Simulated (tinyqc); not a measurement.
Plane-wave Kohn-Sham cycle with exchange-only LDA in a layered model solid, step by step. One step of it, computed by the program tinyqc.

Task: Iteration 2: levels at that k. Diagonalise the Hermitian matrix.

H (hartree):
```
           -3         -2         -1         +0         +1         +2         +3
-3   0.952300  -0.317073   0.002671  -0.000761  -0.000120   0.000147   0.000078
-2  -0.317073   0.330632  -0.317073   0.002671  -0.000761  -0.000120   0.000147
-1   0.002671  -0.317073  -0.042369  -0.317073   0.002671  -0.000761  -0.000120
+0  -0.000761   0.002671  -0.317073  -0.166703  -0.317073   0.002671  -0.000761
+1  -0.000120  -0.000761   0.002671  -0.317073  -0.042369  -0.317073   0.002671
+2   0.000147  -0.000120  -0.000761   0.002671  -0.317073   0.330632  -0.317073
+3   0.000078   0.000147  -0.000120  -0.000761   0.002671  -0.317073   0.952300
```

Give: eigenvalues.

Result:

eigenvalues (hartree): -0.608  -0.247  0.073  0.384  0.508  1.100  1.103
